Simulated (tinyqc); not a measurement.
Where a trap does most harm: tunnelling through a thin dielectric with one trap, as a tight-binding chain.

Hopping -t everywhere, t = c/(m a^2), c = hbar^2/2m0; lead sites at 2t (band bottom 0), barrier sites 1 to N at 2t + phi, and site j has U besides. No voltage. Leads give S = -t exp(ika) on sites 1 and N, cos(ka) = 1 - E/(2t). T = (2 t sin(ka))^2 |G_1N|^2, G = (E - H - S)^-1. In the barrier cosh(q a) = 1 + (phi - E)/(2t).

Resonance: the lowest eigenvalue of H + S(E), iterated until its real part equals E (40 rounds from Eb = phi + 2t - sqrt(4t^2 + U^2), the level in an endless barrier). With v the normalised squared amplitudes of that state, Gamma_L = 2 t sin(ka) v_1, Gamma_R = 2 t sin(ka) v_N; Breit-Wigner T = Gamma_L Gamma_R/((E - Er)^2 + (Gamma_L + Gamma_R)^2/4).

Constants: hbar^2/2m0 = 3.80998211 eV angstrom^2.

Inputs chosen for the exercise (barrier and mass of the size used for SiO2 on silicon; shifted at random, so the results belong to these values and not to a real crystal):

| symbol | value | unit | meaning |
|---|---|---|---|
| a | 3 | angstrom | site spacing |
| m | 0.42 | m0 | mass, the same in leads and barrier |
| phi | 2.89 | eV | conduction edge of the barrier above that of the leads |
| N | 11 |  | barrier sites |
| U | -3.56 | eV | extra energy on the trap site |

The trap is moved through the barrier. The area under the resonance, 2 pi Gamma_L Gamma_R/(Gamma_L + Gamma_R), sets the current through it.

Against position:

| j | Er (eV) | Gamma_L (meV) | Gamma_R (meV) | peak | area (meV) |
|---|---|---|---|---|---|
| 3 | 0.8141 | 7.77 | 8.68e-07 | 4.47e-07 | 5.46e-06 |
| 4 | 0.8147 | 0.540 | 1.25e-05 | 9.29e-05 | 7.88e-05 |
| 5 | 0.8147 | 0.0375 | 0.000181 | 0.0191 | 0.00113 |
| 6 | 0.8147 | 0.00260 | 0.00260 | 1.00 | 0.00818 |
| 8 | 0.8147 | 1.25e-05 | 0.540 | 9.29e-05 | 7.88e-05 |
| 9 | 0.8141 | 8.68e-07 | 7.77 | 4.47e-07 | 5.46e-06 |

Give the missing row, j = 7.

Computed row:
```
j  Er (eV)  Gamma_L (meV)  Gamma_R (meV)    peak  area (meV)
7   0.8147       0.000181         0.0375  0.0191     0.00113
```

The area is largest at j = 6 (0.00818 meV) and 1.5e+03 times smaller at j = 3: the slower of the two steps limits the current, so traps in the middle carry most. Each site towards a lead multiplies its width by about 14.41, close to exp(2 q a) = 14.41 at Eb.

tinyqc: `OMP_NUM_THREADS=1 python tinyqc.py 1481855 1481856 out.jsonl`; about 0.07 s, one thread, shared Intel(R) Xeon(R) Processor @ 2.30GHz.
